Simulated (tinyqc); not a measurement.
# MESFET, gradual channel with velocity saturation: effects of single changes

A uniformly doped n-type channel, depleted from the top by a Schottky gate; at channel potential V the depleted share of a is u = sqrt((Vbi - Vg + V)/Vp), s at the source. Electrons drift with v = mu E/(1 + mu E/vsat). Abrupt depletion edge, no series resistance, source at 0.

Inputs (values chosen for the exercise); material values those of a made-up semiconductor:
- T = 400 K (temperature)
- eps_r = 14.5 (relative permittivity of the semiconductor)
- Nc = 8.01e17 cm^-3 (conduction-band density of states at T)
- Nd = 5e16 cm^-3 (donor density of the channel)
- a = 380 nm (channel thickness)
- mu = 4100 cm^2/(V s) (low-field mobility at this doping)
- vsat = 1.1e7 cm/s (saturation velocity)
- L = 5 um (gate length)
- W = 50 um (gate width)
- phiB = 0.73 V (Schottky barrier)
- Vg = 0 V (gate voltage)

Constants: q = 1.602176634e-19 C, kB = 1.380649e-23 J/K, Vt = kB T/q, eps0 = 8.8541878128e-14 F/cm where lengths are in cm. Results are converted to the units shown.

Each table varies one quantity; the others keep the values above.

## Effect of the gate voltage on saturation

Vbi = phiB - Vt ln(Nc/Nd); Vp = q Nd a^2/(2 eps0 eps_r); G0 = q mu Nd a W/L; Z = mu Vp/(vsat L); s = sqrt((Vbi - Vg)/Vp). I = (G0 Vp/3) F/(1 + Z (u^2 - s^2)), F = 3 (u^2 - s^2) - 2 (u^3 - s^3), with u at V = Vd; Z = 0 gives constant mobility, for which u stops at 1. The current peaks at u = um, the root of (1 - u)(1 + Z (u^2 - s^2)) = Z F/3; beyond Vdsat = Vp (um^2 - s^2) it is held at that value. gm = G0 (um - s)/(1 + Z (um^2 - s^2)).

The same in every row: Z = 3.3583.

Effect of the gate voltage on saturation:

| Vg (V) | um | Vdsat (V) | Isat (mA) | Isat for Z = 0 (mA) | gm (mS) |
|---|---|---|---|---|---|
| -3.4 | 0.99297 | 0.40756 | 0.11770 | 0.15622 | 0.44656 |
| -2.83 | 0.97226 | 0.79422 | 0.46440 | 0.78181 | 0.74739 |
| -2.27 | 0.94356 | 1.1065 | 0.94498 | 1.8968 | 0.96184 |
| -1.7 | 0.90748 | 1.3757 | 1.5490 | 3.5890 | 1.1563 |
| -1.13 | 0.86475 | 1.6044 | 2.2645 | 5.9087 | 1.3579 |
| -0.57 | 0.81553 | 1.7919 | 3.0885 | 8.8921 | 1.5949 |
| 0 | 0.75580 | 1.9391 | 4.0885 | 12.806 | 1.9422 |

What does the comparison show?

As Vg goes from -3.4 to 0 V, Vdsat rises from 0.408 to 1.94 V, Isat rises from 0.118 to 4.09 mA and gm rises from 0.447 to 1.94 mS. Isat is 0.753 of the constant-mobility value in the first row and 0.319 in the last. For Vg = -3.4 to -2.83 V the open channel at the source, (1 - s) a, is under two Debye lengths, so the abrupt edge is rough.

## Output curve

Same model as above.

Output curve:

| Vd (V) | u (at most 1) | I for Z = 0 (mA) | I (mA) |
|---|---|---|---|
| 0.4 | 0.4792 | 2.849 | 2.195 |
| 0.91 | 0.5855 | 5.815 | 3.464 |
| 1.42 | 0.6753 | 8.160 | 3.964 |
| 1.94 | 0.7559 | 10.00 | 4.089 |
| 2.45 | 0.8274 | 11.32 | 4.089 |
| 2.96 | 0.8932 | 12.21 | 4.089 |
| 3.47 | 0.9545 | 12.69 | 4.089 |
| 3.99 | 1.000 | 12.81 | 4.089 |
| 4.5 | 1.000 | 12.81 | 4.089 |

With constant mobility the current rises from 2.85 to 12.8 mA and saturates at pinch-off, Vd = 3.87 V; with Z = 3.36 it saturates at 1.94 V and 4.09 mA. The two differ by 23 % in the first row and 68 % in the last.

## Effect of the low-field mobility at this doping on saturation

Same model as above.

Results:

| mu (cm^2/(V s)) | Z | um | Vdsat (V) | Isat (mA) | Isat for Z = 0 (mA) | gm (mS) |
|---|---|---|---|---|---|---|
| 820 | 0.6717 | 0.8988 | 3.005 | 1.695 | 2.561 | 0.9025 |
| 1400 | 1.147 | 0.8572 | 2.676 | 2.390 | 4.373 | 1.222 |
| 2200 | 1.802 | 0.8166 | 2.370 | 3.070 | 6.871 | 1.517 |
| 3700 | 3.031 | 0.7660 | 2.009 | 3.917 | 11.56 | 1.872 |
| 6000 | 4.915 | 0.7178 | 1.687 | 4.725 | 18.74 | 2.203 |
| 16000 | 13.11 | 0.6250 | 1.126 | 6.278 | 49.97 | 2.846 |

Estimate the missing row, mu = 10000 cm^2/(V s).

Computed row:

| mu (cm^2/(V s)) | Z | um | Vdsat (V) | Isat (mA) | Isat for Z = 0 (mA) | gm (mS) |
|---|---|---|---|---|---|---|
| 10000 | 8.191 | 0.6680 | 1.376 | 5.558 | 31.23 | 2.545 |

With this row back in the table: As mu goes from 820 to 16000 cm^2/(V s), Vdsat falls from 3.00 to 1.13 V, Isat rises from 1.69 to 6.28 mA and gm rises from 0.903 to 2.85 mS. Isat is 0.662 of the constant-mobility value in the first row and 0.126 in the last.

Numbers from tinyqc (`OMP_NUM_THREADS=1 python tinyqc.py 2500022 2500023 out.jsonl`; about 0.04 s on one thread of a shared Intel Xeon 2.30GHz).
